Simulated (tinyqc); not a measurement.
Single-band model of a thermoelectric material: one step, computed by the program tinyqc.

One spherical band, one scattering law, no minority carriers and no phonon drag. In a real material minority carriers limit |S| to about E_g/(2 e T), so larger values are formal. eta = E_F/(k_B T) is counted from the band edge; f = 1/(1 + exp(x - eta)).

Question. Coefficients. sigma = e mu_0 N_0 <s> with mu_0 = e tau_0/m = mu_300 (T/300 K)^(-p); |S| = (k_B/e)(<x s>/<s> - eta); Lorenz number L = (k_B/e)^2 (<x^2 s>/<s> - (<x s>/<s>)^2); kappa_e = L sigma T; zT = S^2 sigma T/(kappa_L + kappa_e). Hall factor r_H = <G^(3/2)> <G^(3/2 + 2r)/D^4>/<s>^2; drift mobility sigma/(n e) with n = N_0 <G^(3/2)>; power factor S^2 sigma.

Inputs (values chosen for the exercise, modelled on n-type Mg3Sb2):

| quantity | value | unit |
|---|---|---|
| mobility parameter mu_300 | 250 | cm^2/(V s) |
| temperature exponent p | 2.5 | - |
| lattice thermal conductivity kappa_L | 0.76 | W/(m K) |
| temperature T | 380 | K |

Band: parabolic. Scattering: acoustic phonons, r = -0.5.

N_0 = 3.104691e+19 1/cm^3

<s> = 0.1539992

<x s> = 0.3200592

reduced Fermi level eta = -1.792820

<x^2 s> = 0.9791097

<G^(3/2)> = 0.2093606

<G^(3/2 + 2r)/D^4> = 0.1322425

Constants: e = 1.602176634e-19 C; k_B = 8.617333262e-05 eV/K.

Give: conductivity sigma; Seebeck coefficient |S|; Lorenz number L; drift mobility; Hall factor r_H; power factor; kappa_e; zT.

Answer.

conductivity sigma = 106.1 S/cm

Seebeck coefficient |S| = 333.6 microvolt/K

Lorenz number L = 1.514 1e-8 V^2/K^2

drift mobility = 101.8 cm^2/(V s)

Hall factor r_H = 1.167

power factor = 11.80 microwatt/(cm K^2)

kappa_e = 0.06101 W/(m K)

zT = 0.5463

L is 62 % of the degenerate value pi^2/3 (k_B/e)^2 = 2.443; the classical limit for this r is (r + 5/2)(k_B/e)^2 = 1.485. The charge carriers transport 7 % of the heat.
